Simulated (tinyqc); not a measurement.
Born-von Karman spring model of a cubic crystal with one atom per cell: one step, computed by the program tinyqc. Command: `OMP_NUM_THREADS=1 python tinyqc.py 3010696 3010697 out.jsonl springs walk`. One thread of a shared host (Intel(R) Xeon(R) Processor @ 2.30GHz), about 0.1 s of CPU time with the checks.

First neighbours lie at a/2 (1,1,1) (8 of them), second at a (1,0,0) (6), with all permutations and signs; the volume per atom is Omega = a^3/2. Two shells of springs match a real metal only roughly, above all at the zone boundary.

Task: Debye temperature from the elastic constants. Christoffel matrix G_xx = C11 n_x^2 + C44 (1 - n_x^2), G_xy = (C12 + C44) n_x n_y, with eigenvalues rho v^2; v_m^-3 is the mean of v^-3 over three branches and all directions (12 Gauss-Legendre points in cos(theta) times 24 angles phi = (j + 1/2) pi/12); q_D = (6 pi^2/Omega)^(1/3); Theta = hbar v_m q_D/k_B.

Inputs (values chosen for the exercise, modelled on tungsten): lattice constant a = 3.165 angstrom.

Lattice: bcc.

C12 = 209.6413 GPa

C44 = 166.3091 GPa

C11 = 482.5935 GPa

density rho = 19257.41 kg/m^3

Constants: hbar = 1.054571817e-34 J s; k_B = 1.380649e-23 J/K.

Give: mean velocity v_m; Debye wave number q_D; elastic Debye temperature.

Result:

mean velocity v_m = 3145.6 m/s

Debye wave number q_D = 1.5516 1/angstrom

elastic Debye temperature = 372.81 K
